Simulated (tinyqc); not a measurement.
p-type polysilicon, carrier trapping at grain boundaries: two steps of the calculation.

One-dimensional grains of size Lg, uniform ionised doping N, monovalent traps Qt at each boundary at a depth Et below (for electrons) or above (for holes) the band edge there, abrupt depletion of width W on each side of a boundary, Boltzmann statistics. xi is the distance from the band edge at the grain centre to the Fermi level. Trapped charge Qt/(1 + exp((xi + VB - Et)/Vt)) = 2 N W, barrier VB = q N W^2/(2 eps0 eps_r).

Parameters, values chosen for the exercise; values of the order met in polycrystalline silicon:
```
symbol    value        unit                                                              meaning
T           300           K                                                          temperature
eps_r      11.7                                                            relative permittivity
NB      2.65e19       cm^-3                                  valence-band density of states at T
Lg          280          nm                                                           grain size
Qt         1e12       cm^-2                                     trap density of a grain boundary
Et         0.46          eV  depth of the trap level from the majority band edge at the boundary
ms          0.4          m0                                         mass for thermionic emission
fe         0.12                                           correction factor of the emission rate
mug         190  cm^2/(V s)                                           mobility inside the grains
N          1e17       cm^-3                                                               doping
```

Constants: q = 1.602176634e-19 C, kB = 1.380649e-23 J/K, m0 = 9.1093837015e-31 kg, Vt = kB T/q, eps0 = 8.8541878128e-14 F/cm where lengths are in cm. Results are converted to the units shown.

Task 1. Depletion width, Fermi level and barrier. If the trap equation with xi = Vt ln(NB/N) has a root W < Lg/2, the grain is partly depleted; otherwise W = Lg/2 and the trap equation gives xi = Et - VB + Vt ln(Qt/(N Lg) - 1). N* = Qt/Lg.

Give: N*; W; xi; VB; share of traps filled.

Result 1.

N* = 3.5714e16 cm^-3
W = 49.612 nm
xi = 0.14425 V
VB = 0.19034 V
share of traps filled = 0.99224

N is 2.80 N*, and the grain is partly depleted; VB = 7.36 Vt.

Task 2. Resistivity and effective mobility. n0 = NB exp(-xi/Vt); mean density n0 (1 - 2 W/Lg) by charge balance in a partly depleted grain, and n0 (sqrt(pi)/2) erf(u)/u with u = sqrt(VB/Vt) in a fully depleted one; v = sqrt(kB T/(2 pi ms m0)); barrier resistivity Vt exp(VB/Vt)/(q fe n0 v Lg); grain resistivity (1 - 2 W/Lg)/(q n0 mug); effective mobility 1/(q mean density total resistivity).

W = 49.612133 nm
xi = 0.14424717 V
VB = 0.19033629 V

Find: n0; mean density; v; barrier resistivity; grain resistivity; resistivity; effective mobility.

Result 2.

n0 = 1.0000e17 cm^-3
mean density = 6.4563e16 cm^-3
v = 4.2534e6 cm/s
barrier resistivity = 177.92 ohm cm
grain resistivity = 0.21209 ohm cm
resistivity = 178.13 ohm cm
effective mobility = 0.54272 cm^2/(V s)

The resistivity is 542 times that of a single crystal with the same N and mobility mug, and the mean density is 64.6 % of N.

Program tinyqc, `OMP_NUM_THREADS=1 python tinyqc.py 2830149 2830150 out.jsonl`; Intel Xeon 2.30GHz, shared host, one thread, about 0.01 s.
